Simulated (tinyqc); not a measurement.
Scan in temperature at fixed frequency: admittance spectroscopy and thermally stimulated current of one trap level in a depletion layer. Computed by tinyqc, a small Python program. Command: `OMP_NUM_THREADS=1 python tinyqc.py 3110370 3110371 out.jsonl admit walk`. One thread of a shared host (Intel(R) Xeon(R) Processor @ 2.30GHz), about 0.01 s of CPU time with the checks.

A Schottky junction on n-type material holds one donor-like electron trap; shallow donors are fully ionised and abrupt depletion edges are assumed.

Inputs (values chosen for the exercise, modelled on n-type GaN):

| quantity | value | unit |
|---|---|---|
| dielectric constant eps | 9.6 | - |
| density-of-states mass m | 0.206 | m_0 |
| shallow doping N | 4.4e+16 | 1/cm^3 |
| trap density N_t | 2.4e+15 | 1/cm^3 |
| trap depth E_t below the band | 0.184 | eV |
| capture cross section sigma | 8.6e-16 | cm^2 |
| band bending V_b | 1.8 | V |
| test frequency f | 10000 | Hz |

Constants: k_B = 1.380649e-23 J/K; m_0 = 9.1093837015e-31 kg; h = 6.62607015e-34 J s; k_B = 8.617333262e-05 eV/K; eps_0 = 8.8541878128e-12 F/m; e = 1.602176634e-19 C.

Method:
- N_c = 2 (2 pi m k_B T/h^2)^(3/2), v_th = sqrt(3 k_B T/m), emission rate e_n = sigma v_th N_c exp(-E_t/(k_B T)).
- Where the level crosses the Fermi level capture equals emission, so the trap follows the signal with the rate 2 e_n; G/omega peaks at omega = 2 e_n (the correction for large N_t/N is left out).
- Solve 2 e_n(T_p) = 2 pi f.
- With E_c - E_F = k_B T_p ln(N_c/N): lambda = sqrt(2 eps eps_0 (E_t - (E_c - E_F))/(e^2 N)); traps are empty and charged for x < x_t = w - lambda, and V_b = e (N w^2 + N_t x_t^2)/(2 eps eps_0). High frequency: C_hf = eps eps_0/w. Low frequency: C_lf = eps eps_0 (N + N_t)/(N w + N_t x_t).
- With x = omega/(2 e_n): C = C_hf + (C_lf - C_hf)/(1 + x^2), G/omega = (C_lf - C_hf) x/(1 + x^2); C_hf and C_lf are held at their values at T_p.

peak temperature T_p = 163.018 K

C_hf = 41.3650 nF/cm^2

C_lf = 41.9812 nF/cm^2

Admittance:

| T (K) | omega/(2 e_n) | C (nF/cm^2) | G/omega (nF/cm^2) |
|---|---|---|---|
| 143.5 | 7.6646 | 41.375 | 0.07905 |
| 150.0 | 3.6811 | 41.407 | 0.15588 |
| 154.9 | 2.2004 | 41.470 | 0.23209 |
| 159.8 | 1.3548 | 41.582 | 0.29441 |
| 163.0 | 1.0017 | 41.673 | 0.30809 |
| 166.3 | 0.7421 | 41.762 | 0.29487 |
| 171.2 | 0.4849 | 41.864 | 0.24189 |
| 177.7 | 0.2852 | 41.935 | 0.16250 |
| 185.8 | 0.1545 | 41.967 | 0.09297 |

What follows from these numbers?

The peak of G/omega is half the step, 0.308 nF/cm^2. Its full width is near 2 ln(2 + sqrt3) k_B T_p^2/(E_t + 2 k_B T_p) = 28.4 K.

Extremes, crossings and ranges named in words are read from the listed rows.
